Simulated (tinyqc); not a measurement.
Inside a calculation. Method: RKS/exchange-only LDA in the sto-3g basis, for Be, spin multiplicity 1. Computed by tinyqc, a small Python program that keeps every step (integrals from PySCF). Settings: charge = 0, multiplicity = 1, basis = sto-3g, energy threshold = 1e-10, iteration cap = 73, orthogonalisation = symmetric, start = core, DIIS depth = 0, method = RKS, functional = Slater exchange alone, grid = [40, 14]. Command: `OMP_NUM_THREADS=1 python tinyqc.py 31574 31575 out.jsonl` (the two numbers bound the seeds that draw the settings). One thread of a shared host (Intel(R) Xeon(R) Processor @ 2.60GHz), about 0.08 s of CPU time with the checks. Later iterations appear only in the table of the cycle.

## One-electron integrals

Geometry (angstrom):
```
atom         x         y         z
Be    0.000000  0.000000  0.000000
```

Basis sto-3g: exponents (1/bohr^2) and contraction coefficients of normalised primitives:
```
element  l (shell)   exponent  coefficient
Be           s (1)  30.167871     0.154329
Be           s (1)   5.495115     0.535328
Be           s (1)   1.487193     0.444635
Be           s (2)   1.314833    -0.099967
Be           s (2)   0.305539     0.399513
Be           s (2)   0.099371     0.700115
Be           p (3)   1.314833     0.155916
Be           p (3)   0.305539     0.607684
Be           p (3)   0.099371     0.391957
```

Overlap, kinetic and nuclear-attraction integrals over the contracted functions; the nuclear repulsion is the sum of Za Zb / Rab.

nuclear repulsion = 0 hartree

overlap S, lower triangle:
```
           1Be 1s    1Be 2s   1Be 2px   1Be 2py   1Be 2pz
1Be 1s   1.000000
1Be 2s   0.259517  1.000000
1Be 2px  0.000000  0.000000  1.000000
1Be 2py  0.000000  0.000000  0.000000  1.000000
1Be 2pz  0.000000  0.000000  0.000000  0.000000  1.000000
```

kinetic energy T (hartree), lower triangle:
```
            1Be 1s    1Be 2s   1Be 2px   1Be 2py   1Be 2pz
1Be 1s    6.693975
1Be 2s   -0.033012  0.211111
1Be 2px   0.000000  0.000000  0.660592
1Be 2py   0.000000  0.000000  0.000000  0.660592
1Be 2pz   0.000000  0.000000  0.000000  0.000000  0.660592
```

nuclear attraction V (hartree), lower triangle:
```
             1Be 1s     1Be 2s    1Be 2px    1Be 2py    1Be 2pz
1Be 1s   -14.561092
1Be 2s    -1.899246  -2.313268
1Be 2px    0.000000   0.000000  -2.294749
1Be 2py    0.000000   0.000000   0.000000  -2.294749
1Be 2pz    0.000000   0.000000   0.000000   0.000000  -2.294749
```

core Hamiltonian H = T + V (hartree), lower triangle:
```
            1Be 1s     1Be 2s    1Be 2px    1Be 2py    1Be 2pz
1Be 1s   -7.867117
1Be 2s   -1.932258  -2.102157
1Be 2px   0.000000   0.000000  -1.634157
1Be 2py   0.000000   0.000000   0.000000  -1.634157
1Be 2pz   0.000000   0.000000   0.000000   0.000000  -1.634157
```

## Two-electron integrals

Functions are numbered as in S; the eight-fold symmetry (ij|kl) = (ji|kl) = (kl|ij) leaves the list below.

Two-electron integrals (ij|kl) in chemists' order, unique and non-zero (hartree):
```
(11|11) 2.298831   (21|11) 0.392036   (21|21) 0.079539   (22|11) 0.570988
(22|21) 0.143041   (22|22) 0.417683   (31|31) 0.014607   (32|31) 0.021888
(32|32) 0.092265   (33|11) 0.569578   (33|21) 0.143083   (33|22) 0.417589
(33|33) 0.449859   (41|41) 0.014607   (42|41) 0.021888   (42|42) 0.092265
(43|43) 0.024249   (44|11) 0.569578   (44|21) 0.143083   (44|22) 0.417589
(44|33) 0.401360   (44|44) 0.449859   (51|51) 0.014607   (52|51) 0.021888
(52|52) 0.092265   (53|53) 0.024249   (54|54) 0.024249   (55|11) 0.569578
(55|21) 0.143083   (55|22) 0.417589   (55|33) 0.401360   (55|44) 0.401360
(55|55) 0.449859
```

## Orthogonalisation

S = U s U^T; symmetric (Loewdin) form X = U s^(-1/2) U^T, so that X^T S X = 1.

eigenvalues of S: 0.740483  1.000000  1.000000  1.000000  1.259517

X, lower triangle:
```
            1Be 1s    1Be 2s   1Be 2px   1Be 2py   1Be 2pz
1Be 1s    1.026569
1Be 2s   -0.135528  1.026569
1Be 2px   0.000000  0.000000  1.000000
1Be 2py   0.000000  0.000000  0.000000  1.000000
1Be 2pz   0.000000  0.000000  0.000000  0.000000  1.000000
```

## Starting guess

The start is the orbitals of the core Hamiltonian; D = 2 C_occ C_occ^T.

D at the start, lower triangle:
```
            1Be 1s    1Be 2s   1Be 2px   1Be 2py   1Be 2pz
1Be 1s    2.144425
1Be 2s   -0.556515  2.144425
1Be 2px   0.000000  0.000000  0.000000
1Be 2py   0.000000  0.000000  0.000000  0.000000
1Be 2pz   0.000000  0.000000  0.000000  0.000000  0.000000
```

## Iteration 1: exchange-correlation on the grid

Becke grid with 40 radial and 14 angular points per atom, points of zero weight dropped. rho = sum D_ij phi_i phi_j; V_xc,ij = sum w v_xc phi_i phi_j; v_xc is d(rho eps)/d rho.

The 8 grid points with the largest w rho, of 560 (bohr, atomic units):
```
x                  y          z         w       rho     eps_xc       v_xc
0.239012    0.239012   0.239012  0.015236  1.544211  -0.853665  -1.138219
0.239012    0.239012  -0.239012  0.015236  1.544211  -0.853665  -1.138219
-0.239012   0.239012  -0.239012  0.015236  1.544211  -0.853665  -1.138219
-0.239012  -0.239012   0.239012  0.015236  1.544211  -0.853665  -1.138219
-0.239012   0.239012   0.239012  0.015236  1.544211  -0.853665  -1.138219
0.239012   -0.239012   0.239012  0.015236  1.544211  -0.853665  -1.138219
0.239012   -0.239012  -0.239012  0.015236  1.544211  -0.853665  -1.138219
-0.239012  -0.239012  -0.239012  0.015236  1.544211  -0.853665  -1.138219
```

electrons on the grid, sum of w rho = 4.000000

E_xc = sum of w rho eps_xc = -2.40490567 hartree

V_xc (hartree), lower triangle:
```
            1Be 1s     1Be 2s    1Be 2px    1Be 2py    1Be 2pz
1Be 1s   -1.333363
1Be 2s   -0.191204  -0.261170
1Be 2px   0.000000   0.000000  -0.258681
1Be 2py   0.000000   0.000000   0.000000  -0.258681
1Be 2pz   0.000000   0.000000   0.000000   0.000000  -0.258681
```

## Iteration 1: building the Kohn-Sham matrix

J_ij = sum D_kl (ij|kl); F = H + J + V_xc; E = tr D H + tr D J / 2 + E_xc + E_nn.

Coulomb J (hartree), lower triangle:
```
           1Be 1s    1Be 2s   1Be 2px   1Be 2py   1Be 2pz
1Be 1s   5.717764
1Be 2s   1.058905  1.960923
1Be 2px  0.000000  0.000000  1.957651
1Be 2py  0.000000  0.000000  0.000000  1.957651
1Be 2pz  0.000000  0.000000  0.000000  0.000000  1.957651
```

Kohn-Sham matrix F (hartree), lower triangle:
```
            1Be 1s     1Be 2s   1Be 2px   1Be 2py   1Be 2pz
1Be 1s   -3.482717
1Be 2s   -1.064557  -0.402404
1Be 2px   0.000000   0.000000  0.064813
1Be 2py   0.000000   0.000000  0.000000  0.064813
1Be 2pz   0.000000   0.000000  0.000000  0.000000  0.064813
```

total energy of this density = -13.98871887 hartree

## Iteration 1: diagonalisation and new density

Diagonalise F' = X^T F X, C = X C', fill 2 alpha and 2 beta electrons from the bottom; D = 2 C_occ C_occ^T. Each column has its largest component positive (the first on a tie).

F' = X^T F X (hartree), lower triangle:
```
           1          2         3         4         5
1  -3.381413
2  -0.600899  -0.191820
3   0.000000   0.000000  0.064813
4   0.000000   0.000000  0.000000  0.064813
5   0.000000   0.000000  0.000000  0.000000  0.064813
```

orbital energies (hartree): MO1 -3.490863, MO2 -0.082370, MO3 0.064813, MO4 0.064813, MO5 0.064813

coefficients C:
```
              MO1        MO2       MO3        MO4        MO5
1Be 1s   0.985667  -0.317291  0.000000   0.000000   0.000000
1Be 2s   0.050622   1.034239  0.000000   0.000000   0.000000
1Be 2px  0.000000   0.000000  0.998940  -0.046008  -0.001254
1Be 2py  0.000000   0.000000  0.032994   0.734853  -0.677423
1Be 2pz  0.000000   0.000000  0.032088   0.676664   0.735593
```

D after iteration 1, lower triangle:
```
            1Be 1s    1Be 2s   1Be 2px   1Be 2py   1Be 2pz
1Be 1s    2.144425
1Be 2s   -0.556515  2.144425
1Be 2px   0.000000  0.000000  0.000000
1Be 2py   0.000000  0.000000  0.000000  0.000000
1Be 2pz   0.000000  0.000000  0.000000  0.000000  0.000000
```

Within a degenerate level the vectors are fixed only up to a rotation; this is one choice.

## Iteration 2: exchange-correlation on the grid

As before.

The 8 grid points with the largest w rho, of 560 (bohr, atomic units):
```
x                  y          z         w       rho     eps_xc       v_xc
0.239012    0.239012   0.239012  0.015236  1.544211  -0.853665  -1.138219
0.239012    0.239012  -0.239012  0.015236  1.544211  -0.853665  -1.138219
-0.239012   0.239012  -0.239012  0.015236  1.544211  -0.853665  -1.138219
-0.239012   0.239012   0.239012  0.015236  1.544211  -0.853665  -1.138219
0.239012   -0.239012   0.239012  0.015236  1.544211  -0.853665  -1.138219
-0.239012  -0.239012   0.239012  0.015236  1.544211  -0.853665  -1.138219
0.239012   -0.239012  -0.239012  0.015236  1.544211  -0.853665  -1.138219
-0.239012  -0.239012  -0.239012  0.015236  1.544211  -0.853665  -1.138219
```

electrons on the grid, sum of w rho = 4.000000

E_xc = sum of w rho eps_xc = -2.40490567 hartree

V_xc (hartree), lower triangle:
```
            1Be 1s     1Be 2s    1Be 2px    1Be 2py    1Be 2pz
1Be 1s   -1.333363
1Be 2s   -0.191204  -0.261170
1Be 2px   0.000000   0.000000  -0.258681
1Be 2py   0.000000   0.000000   0.000000  -0.258681
1Be 2pz   0.000000   0.000000   0.000000   0.000000  -0.258681
```

## Iteration 2: building the Kohn-Sham matrix

As before.

Coulomb J (hartree), lower triangle:
```
           1Be 1s    1Be 2s   1Be 2px   1Be 2py   1Be 2pz
1Be 1s   5.717764
1Be 2s   1.058905  1.960923
1Be 2px  0.000000  0.000000  1.957651
1Be 2py  0.000000  0.000000  0.000000  1.957651
1Be 2pz  0.000000  0.000000  0.000000  0.000000  1.957651
```

Kohn-Sham matrix F (hartree), lower triangle:
```
            1Be 1s     1Be 2s   1Be 2px   1Be 2py   1Be 2pz
1Be 1s   -3.482717
1Be 2s   -1.064557  -0.402404
1Be 2px   0.000000   0.000000  0.064813
1Be 2py   0.000000   0.000000  0.000000  0.064813
1Be 2pz   0.000000   0.000000  0.000000  0.000000  0.064813
```

total energy of this density = -13.98871887 hartree

## Iteration 2 (converged): orbitals

As before.

F' = X^T F X (hartree), lower triangle:
```
           1          2         3         4         5
1  -3.381413
2  -0.600899  -0.191820
3   0.000000   0.000000  0.064813
4   0.000000   0.000000  0.000000  0.064813
5   0.000000   0.000000  0.000000  0.000000  0.064813
```

orbital energies (hartree): MO1 -3.490863, MO2 -0.082370, MO3 0.064813, MO4 0.064813, MO5 0.064813

coefficients C:
```
              MO1        MO2        MO3        MO4        MO5
1Be 1s   0.985667  -0.317291   0.000000   0.000000   0.000000
1Be 2s   0.050622   1.034239   0.000000   0.000000   0.000000
1Be 2px  0.000000   0.000000   0.999863  -0.004351   0.015980
1Be 2py  0.000000   0.000000   0.007559   0.978405  -0.206557
1Be 2pz  0.000000   0.000000  -0.014737   0.206649   0.978304
```

D after iteration 2, lower triangle:
```
            1Be 1s    1Be 2s   1Be 2px   1Be 2py   1Be 2pz
1Be 1s    2.144425
1Be 2s   -0.556515  2.144425
1Be 2px   0.000000  0.000000  0.000000
1Be 2py   0.000000  0.000000  0.000000  0.000000
1Be 2pz   0.000000  0.000000  0.000000  0.000000  0.000000
```

Within a degenerate level the vectors are fixed only up to a rotation; this is one choice.

## Convergence

Stop when the energy changes by less than 1e-10 hartree and every element of the error matrix X^T (F D S - S D F) X is below 3e-06.

Course of the cycle:
```
iteration   E (hartree)     change  largest element of the error matrix
1          -13.98871887          -                             8.14e-16
2          -13.98871887  -3.55e-15                             4.60e-16
```

PySCF RKS in the same basis, fine grid = -13.98871887 hartree

Converged in 2 iterations.

## Populations

Mulliken: Z minus the diagonal of D S on the atom; Loewdin: the same with S^(1/2) D S^(1/2).

Charges (e):
```
atom  Mulliken  Loewdin
1Be          0        0
```
